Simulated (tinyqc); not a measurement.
Resistance of a tapered via with liner, size effect and interface: one step of the calculation.

A round via whose diameter grows from db at the bottom as D(z) = db + 2 z/tan(ang). The fill, of diameter D - 2 tl, starts above the bottom liner (thickness fb tl) and has rho = rho0 (1 + ks lam/(D - 2 tl)); the sidewall liner conducts in parallel with it. The bottom liner and the interface are crossed over the full area pi db^2/4. Spreading in the lines above and below is left out.

Problem. Total resistance. R_fill = sum of the slices; R_bottom = rl fb tl/(pi db^2/4); R_interface = ri/(pi db^2/4); ballistic (Sharvin) limit 1/(Sb pi (db - 2 tl)^2/4); ideal cylinder rho0 hv/(pi db^2/4).

Parameters, values chosen for the exercise; fill metal close to copper: diameter at the bottom db = 31 nm; height hv = 78 nm; bulk resistivity of the fill rho0 = 1.66 uohm cm; liner on the sidewall tl = 3 nm; liner at the bottom over that on the sidewall fb = 0.5; resistivity of the liner rl = 330 uohm cm; interface resistivity at the bottom ri = 2.2e-12 ohm cm^2; ballistic conductance per area, about 3/(4 rho0 lam) Sb = 1.1e15 S/m^2.

| slice | slice resistance (ohm) |
|---|---|
| 0 | 1.1840789 |
| 1 | 1.0362686 |
| 2 | 0.91317777 |
| 3 | 0.80975002 |
| 4 | 0.72213288 |
| 5 | 0.64735436 |

Find: parts; R; shares; ballistic limit; ideal cylinder.

Solution.

parts (ohm): fill 5.313, bottom liner 6.558, interface 0.2915
R = 12.16 ohm
shares (%): fill 43.68, bottom liner 53.92, interface 2.40
ballistic limit = 1.852 ohm
ideal cylinder = 1.715 ohm

The bottom liner is the largest part, and R is 7.09 times the ideal cylinder. With 2000 slices R = 12.167 ohm.

Numbers from tinyqc (`OMP_NUM_THREADS=1 python tinyqc.py 2750027 2750028 out.jsonl`; about 0.01 s on one thread of a shared Intel Xeon 2.30GHz).
